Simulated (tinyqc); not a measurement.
Worked calculation: CIS on RHF in the sto-6g basis, for H4, spin multiplicity 1. One step of it, computed by the program tinyqc.

Question. Integrals over molecular orbitals. (pq|rs) = sum C_ip C_jq C_kr C_ls (ij|kl), one index at a time.

coefficients C, order 1H 1s, 2H 1s, 3H 1s, 4H 1s:
```
[[0.361997, -0.441715, 0.748279, -0.733223],
 [0.406797, -0.400153, -0.645043, 0.863225],
 [0.405019, 0.402107, -0.647396, -0.860586],
 [0.360073, 0.443430, 0.750234, 0.730206]]
```

core Hamiltonian H = T + V (hartree), order 1H 1s, 2H 1s, 3H 1s, 4H 1s:
```
[[-1.371842, -0.985800, -0.086295, -0.016462],
 [-0.985800, -1.536520, -0.366162, -0.086142],
 [-0.086295, -0.366162, -1.536100, -0.984510],
 [-0.016462, -0.086142, -0.984510, -1.371266]]
```

Two-electron integrals (ij|kl) in chemists' order, unique and non-zero (hartree):
```
(11|11) 0.774999   (21|11) 0.344852   (21|21) 0.190970   (22|11) 0.502777
(22|21) 0.344852   (22|22) 0.774999   (31|11) 0.017401   (31|21) 0.010839
(31|22) 0.022820   (31|31) 0.000859   (32|11) 0.060509   (32|21) 0.042112
(32|22) 0.100381   (32|31) 0.004071   (32|32) 0.021219   (33|11) 0.203063
(33|21) 0.134519   (33|22) 0.311778   (33|31) 0.017401   (33|32) 0.100381
(33|33) 0.774999   (41|11) 0.002642   (41|21) 0.001663   (41|22) 0.003545
(41|31) 0.000144   (41|32) 0.000707   (41|33) 0.003546   (41|41) 0.000026
(42|11) 0.010985   (42|21) 0.007450   (42|22) 0.017367   (42|31) 0.000767
(42|32) 0.004063   (42|33) 0.022778   (42|41) 0.000144   (42|42) 0.000855
(43|11) 0.093646   (43|21) 0.060135   (43|22) 0.134338   (43|31) 0.007454
(43|32) 0.042053   (43|33) 0.344356   (43|41) 0.001661   (43|42) 0.010807
(43|43) 0.190490   (44|11) 0.149822   (44|21) 0.093736   (44|22) 0.202985
(44|31) 0.011001   (44|32) 0.060477   (44|33) 0.502434   (44|41) 0.002642
(44|42) 0.017367   (44|43) 0.344356   (44|44) 0.774999
```

Give: one-electron integrals over orbitals h = C^T H C; Two-electron integrals over orbitals.

Answer.

one-electron integrals over orbitals h = C^T H C (hartree):
```
[[-1.6168, 0.0001, 0.0954, -0.0004],
 [0.0001, -1.5458, 0.0004, 0.0896],
 [0.0954, 0.0004, -1.0724, 0.0001],
 [-0.0004, 0.0896, 0.0001, -0.9219]]
```

Two-electron integrals over orbitals (pq|rs), unique and non-zero (hartree):
```
(11|11) 0.4263      (21|11) -0.0010     (21|21) 0.2120      (22|11) 0.4239
(22|21) 0.0009      (22|22) 0.4314      (31|11) -0.0335     (31|21) -2.02e-04
(31|22) -0.0043     (31|31) 0.1040      (32|11) -4.05e-04   (32|21) 0.0532
(32|22) 1.96e-04    (32|31) 3.41e-04    (32|32) 0.0967      (33|11) 0.4195
(33|21) 0.0006      (33|22) 0.4214      (33|31) -0.0103     (33|32) 1.25e-04
(33|33) 0.4369      (41|11) 2.08e-04    (41|21) -0.0121     (41|22) -7.72e-06
(41|31) -4.36e-04   (41|32) 0.0831      (41|33) 1.97e-05    (41|41) 0.0898
(42|11) -0.0427     (42|21) -1.69e-04   (42|22) -0.0163     (42|31) 0.1034
(42|32) 4.61e-04    (42|33) -0.0139     (42|41) -3.34e-04   (42|42) 0.1076
(43|11) -0.0009     (43|21) 0.2058      (43|22) 0.0009      (43|31) -1.79e-04
(43|32) 0.0550      (43|33) 0.0007      (43|41) -0.0098     (43|42) -1.61e-04
(43|43) 0.2186      (44|11) 0.4406      (44|21) -0.0007     (44|22) 0.4383
(44|31) -0.0373     (44|32) -3.60e-04   (44|33) 0.4493      (44|41) 1.96e-04
(44|42) -0.0463     (44|43) -0.0007     (44|44) 0.4766
```
